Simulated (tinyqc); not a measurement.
Charge-trap memory cell: one step of the calculation.

Channel, tunnel oxide, storage layer, blocking layer, gate. N electrons per area sit in a sheet at the centroid and shift the threshold by U = (q/eps0) N (tb/eb + xc tn/en). EOT = t1 + 3.9 (tn/en + tb/eb); tunnel field F = (Vg - U)/EOT; dN/dt = eta (J/q)(1 - N/Nm). Fowler-Nordheim: J = A F^2 exp(-B/F), A = q^2/(16 pi^2 hbar mo phi) (times 1e14 for A/cm^2 with F in V/nm, emitter mass m0), B = (4/3) sqrt(mo/C) phi^1.5, C = hbar^2/(2 m0).

Question. Retention after ten years. Retention: filled traps are spread evenly in depth from E1 to E2, and each empties at the rate nu exp(-E/kB T). The share left is the mean of exp(-nu t exp(-E/kB T)) = [kB T/(E2 - E1)] [E1x(nu t exp(-E2/kB T)) - E1x(nu t exp(-E1/kB T))], E1x the exponential integral; traps shallower than about Ed = kB T ln(nu t) are empty. t = 3.15576e8 s.

Inputs (values chosen for the exercise); oxide values close to those of silicon dioxide, storage layer close to silicon nitride, blocking layer close to silicon dioxide: storage temperature T = 358 K; shallowest trap depth E1 = 0.88 eV; deepest trap depth E2 = 2.16 eV; attempt frequency nu = 1e13 1/s.

Constants: q = 1.602176634e-19 C, kB = 1.380649e-23 J/K, Vt = kB T/q. Results are converted to the units shown.

Wanted: Ed; share left; loss a decade while Ed lies between E1 and E2, kB T ln 10/(E2 - E1).

Answer.

Ed = 1.527 eV
share left = 0.4805
loss a decade while Ed lies between E1 and E2, kB T ln 10/(E2 - E1) = 0.05550

Range of the model: The Fowler-Nordheim form needs F t1 above phi; trap-assisted paths and leakage through the blocking layer are left out.

Computed by the program tinyqc: `OMP_NUM_THREADS=1 python tinyqc.py 2130060 2130061 out.jsonl`, one thread of a shared Intel Xeon 2.30GHz, about 0.06 s for the whole run.
